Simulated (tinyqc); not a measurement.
Liquidus of a compound AB in a simple-solution melt, liquid-phase epitaxy and vapour pressures: one step, computed by the program tinyqc. Command: `OMP_NUM_THREADS=1 python tinyqc.py 3009380 3009381 out.jsonl liq35 walk`. One thread of a shared host (Intel(R) Xeon(R) Processor @ 2.30GHz), about 0.04 s of CPU time with the checks.

x is the atom fraction of B in the melt. The melt is a simple solution: R T ln gamma_B = W (1 - x)^2, R T ln gamma_A = W x^2, W = a + b T. The solid AB is stoichiometric.

Question. Layer thickness. Semi-infinite melt (Hsieh): step d = 2 dT sqrt(D t/pi)/(C_S m); ramp d = (4/3) c sqrt(D/pi) t^(3/2)/(C_S m); supercooling is their sum. A melt of depth w can give at most w (undercooling)/(C_S m).

Inputs (values chosen for the exercise, modelled on GaSb for the melt):

| quantity | value | unit |
|---|---|---|
| saturation temperature T | 575 | K |
| step dT | 9.6 | K |
| cooling rate c | 0.18 | K/min |
| growth time t | 2.9 | min |
| diffusivity in the melt D | 7.9e-05 | cm^2/s |
| melt depth w | 6.2 | mm |

Growth programme: supercooling (step, then ramp).

C_S = 1.765733e+22 1/cm^3

slope m = 1.355294e-18 K cm^3

Give: thickness d; largest thickness from this melt; sqrt(D t)/w.

Answer.

thickness d = 0.5499 micrometre

largest thickness from this melt = 2.622 micrometre

sqrt(D t)/w = 0.1891

The layer uses 21 % of what the melt could give. Caution: over so large an undercooling the liquidus slope is not constant.
